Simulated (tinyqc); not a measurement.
# Worked calculation: p-type polysilicon, carrier trapping at grain boundaries

Numbers from tinyqc (`OMP_NUM_THREADS=1 python tinyqc.py 2830273 2830274 out.jsonl`; about 0.01 s on one thread of a shared Intel Xeon 2.30GHz). Printed values are rounded.

One-dimensional grains of size Lg, uniform ionised doping N, monovalent traps Qt at each boundary at a depth Et below (for electrons) or above (for holes) the band edge there, abrupt depletion of width W on each side of a boundary, Boltzmann statistics. xi is the distance from the band edge at the grain centre to the Fermi level. Trapped charge Qt/(1 + exp((xi + VB - Et)/Vt)) = 2 N W, barrier VB = q N W^2/(2 eps0 eps_r).

Inputs (values chosen for the exercise); values of the order met in polycrystalline silicon:
```
symbol,value,unit,meaning
T,250,K,temperature
eps_r,11.7,,relative permittivity
NB,2.02e19,cm^-3,valence-band density of states at T
Lg,63,nm,grain size
Qt,2.4e12,cm^-2,trap density of a grain boundary
Et,0.36,eV,depth of the trap level from the majority band edge at the boundary
ms,0.53,m0,mass for thermionic emission
fe,0.5,,correction factor of the emission rate
N,1.9e17,cm^-3,doping
```

Constants: q = 1.602176634e-19 C, kB = 1.380649e-23 J/K, m0 = 9.1093837015e-31 kg, Vt = kB T/q, eps0 = 8.8541878128e-14 F/cm where lengths are in cm. Results are converted to the units shown.

## Depletion width, Fermi level and barrier

If the trap equation with xi = Vt ln(NB/N) has a root W < Lg/2, the grain is partly depleted; otherwise W = Lg/2 and the trap equation gives xi = Et - VB + Vt ln(Qt/(N Lg) - 1). N* = Qt/Lg.

N* = 3.809524e17 cm^-3
W = 31.5 nm
xi = 0.2143201 V
VB = 0.1457876 V
share of traps filled = 0.4987500

N is 0.499 N*, and the grain is fully depleted; VB = 6.77 Vt.

## Resistivity and effective mobility

n0 = NB exp(-xi/Vt); mean density n0 (1 - 2 W/Lg) by charge balance in a partly depleted grain, and n0 (sqrt(pi)/2) erf(u)/u with u = sqrt(VB/Vt) in a fully depleted one; v = sqrt(kB T/(2 pi ms m0)); barrier resistivity Vt exp(VB/Vt)/(q fe n0 v Lg); grain resistivity (1 - 2 W/Lg)/(q n0 mug); effective mobility 1/(q mean density total resistivity).

n0 = 9.657117e14 cm^-3
mean density = 3.289174e14 cm^-3
v = 3.373178e6 cm/s
barrier resistivity = 11385.53 ohm cm
grain resistivity = 0.000000 ohm cm
resistivity = 11385.53 ohm cm
effective mobility = 1.666669 cm^2/(V s)

The resistivity is 69300 times that of a single crystal with the same N and mobility mug, and the mean density is 0.173 % of N.
